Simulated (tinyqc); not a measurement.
Changing the Debye temperature Theta: Bloch-Grueneisen resistivity of a metal. Computed by tinyqc, a small Python program. Command: `OMP_NUM_THREADS=1 python tinyqc.py 3024342 3024343 out.jsonl bg sweep`. One thread of a shared host (Intel(R) Xeon(R) Processor @ 2.30GHz), about 0.01 s of CPU time with the checks.

Electrons scatter from a Debye spectrum of phonons (n = 5 for scattering within one band, n = 3 for scattering into a second, heavy band) and from static defects.

Inputs (values chosen for the exercise, modelled on aluminium):

| quantity | value | unit |
|---|---|---|
| exponent n | 5 | - |
| transport coupling lambda_tr | 0.36 | - |
| Drude plasma energy hbar w_p | 12 | eV |
| residual resistivity rho_0 | 0.043 | microohm cm |
| temperature T | 400 | K |

Addition: none.

Constants: k_B = 1.380649e-23 J/K; hbar = 1.054571817e-34 J s; eps_0 = 8.8541878128e-12 F/m; hbar = 6.582119569e-16 eV s; k_B = 8.617333262e-05 eV/K.

Method:
- rho_ph = (n - 1) rho_1 (T/Theta)^n J_n(Theta/T), with rho_1 = 2 pi lambda_tr k_B Theta/(hbar eps_0 w_p^2), the high-temperature line at T = Theta.
- J_n(y) = int_0^y x^n e^x/(e^x - 1)^2 dx, by 96 Gauss-Legendre points (upper limit at most 60).
- Matthiessen's rule: rho = rho_0 + rho_ph.
- Temperature coefficient (1/rho) d rho/dT by a central difference of +/- 0.5 K; residual ratio rho(295 K)/rho(4.2 K); scattering time tau = 1/(eps_0 w_p^2 rho); Wiedemann-Franz kappa = L_0 T/rho, L_0 = (pi^2/3)(k_B/e)^2.

One run for each value:

| Debye temperature Theta (K) | phonon resistivity rho_ph (microohm cm) | temperature coefficient (1e-3/K) | residual resistance ratio |
|---|---|---|---|
| 80 | 4.0161 | 2.4845 | 69.495 |
| 110 | 4.0082 | 2.4942 | 69.431 |
| 160 | 3.9895 | 2.5172 | 68.902 |
| 230 | 3.9520 | 2.5634 | 67.751 |
| 320 | 3.8853 | 2.6463 | 65.712 |
| 450 | 3.7549 | 2.8109 | 61.834 |
| 640 | 3.5034 | 3.1390 | 54.751 |
| 900 | 3.0778 | 3.7289 | 43.908 |

Over the rows, phonon resistivity rho_ph (microohm cm) falls from 4.02 to 3.08 (exponent d ln y / d ln x -0.0062 between the first rows and -0.38 between the last); temperature coefficient (1e-3/K) rises from 2.48 to 3.73 (exponent d ln y / d ln x 0.012 between the first rows and 0.51 between the last); residual resistance ratio falls from 69.5 to 43.9 (exponent d ln y / d ln x -0.0029 between the first rows and -0.65 between the last). At the low end the exponent of phonon resistivity rho_ph is -0.01, close to 0: at high T and fixed lambda_tr Theta drops out.

Caution (rows 900): below about Theta/2 small-angle phonon scattering degrades heat flow more than charge flow, so a thermal conductivity taken from rho by the Wiedemann-Franz law would be too high.
